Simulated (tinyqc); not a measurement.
Inversion layer as a triangular well, valleys of the Si type: one step. Subband ladders. Three cases, with inputs chosen for the exercise.

Question. The ten lowest levels of all groups of valleys together, j = 0, 1, ..., c = hbar^2/2m0; primes mark the groups with lighter m_z.

Level j of a valley lies at E_j = a_j (c (e F)^2/m_z)^(1/3) above the band edge at the surface, with the Airy zeros a_j = 2.338107, 4.087949, 5.520560, 6.786708, 7.944134, 9.022651, 10.040174, 11.008524, 11.936016, 12.828777, and has <z> = 2 E_j/(3 e F).

Constants: hbar^2/2m0 = 3.80998211 eV angstrom^2.

Give: Subbands.

Case 1.

Valleys (masses in m0):
```
valleys g  cos^2(theta)       m_z       m_1       m_2       m_d
4              0.500000  0.310910  0.188000  0.543000  0.319506
2              0.000000  0.188000  0.188000  0.898000  0.410882
```

e F = 0.0039902078 eV/angstrom

Answer.

Subbands:
```
label  valleys g  m_d (m0)  E (eV)  <z> (angstrom)
0              4    0.3195  0.1356           22.66
0'             2    0.4109  0.1604           26.79
1              4    0.3195  0.2371           39.61
1'             2    0.4109  0.2804           46.85
2              4    0.3195  0.3202           53.50
2'             2    0.4109  0.3786           63.26
3              4    0.3195  0.3936           65.77
4              4    0.3195  0.4608           76.98
3'             2    0.4109  0.4655           77.77
5              4    0.3195  0.5233           87.43
```

The second subband is 0', 24.8 meV above the first. Levels above about 0.5 eV lie beyond parabolic valleys.

Case 2.

Valleys (masses in m0):
```
valleys g  cos^2(theta)       m_z       m_1       m_2       m_d
6              0.333333  0.255359  0.188000  0.663333  0.353138
```

e F = 0.0065672836 eV/angstrom

Answer.

Subbands:
```
label  valleys g  m_d (m0)  E (eV)  <z> (angstrom)
0              6    0.3531  0.2019           20.49
1              6    0.3531  0.3529           35.83
2              6    0.3531  0.4766           48.38
3              6    0.3531  0.5859           59.48
4              6    0.3531  0.6858           69.62
5              6    0.3531  0.7790           79.07
6              6    0.3531  0.8668           87.99
7              6    0.3531  0.9504           96.48
8              6    0.3531  1.0305          104.61
9              6    0.3531  1.1076          112.43
```

The second subband is 1, 151.1 meV above the first. Levels above about 0.5 eV lie beyond parabolic valleys.

Case 3.

Valleys (masses in m0):
```
valleys g  cos^2(theta)       m_z       m_1       m_2       m_d
4              0.500000  0.313822  0.190000  0.545500  0.321939
2              0.000000  0.190000  0.190000  0.901000  0.413751
```

e F = 0.0057432363 eV/angstrom

Answer.

Subbands:
```
label  valleys g  m_d (m0)  E (eV)  <z> (angstrom)
0              4    0.3219  0.1723           20.00
0'             2    0.4138  0.2037           23.65
1              4    0.3219  0.3013           34.98
1'             2    0.4138  0.3562           41.34
2              4    0.3219  0.4069           47.23
2'             2    0.4138  0.4810           55.83
3              4    0.3219  0.5002           58.07
4              4    0.3219  0.5856           67.97
3'             2    0.4138  0.5913           68.64
5              4    0.3219  0.6650           77.20
```

The second subband is 0', 31.4 meV above the first. Levels above about 0.5 eV lie beyond parabolic valleys.

Computed by tinyqc, one run a case: `OMP_NUM_THREADS=1 python tinyqc.py N N+1 out.jsonl` with N = 1282428, 1282438, 1282490; one thread of a shared Intel(R) Xeon(R) Processor @ 2.30GHz, about 0.06 s a run at most.
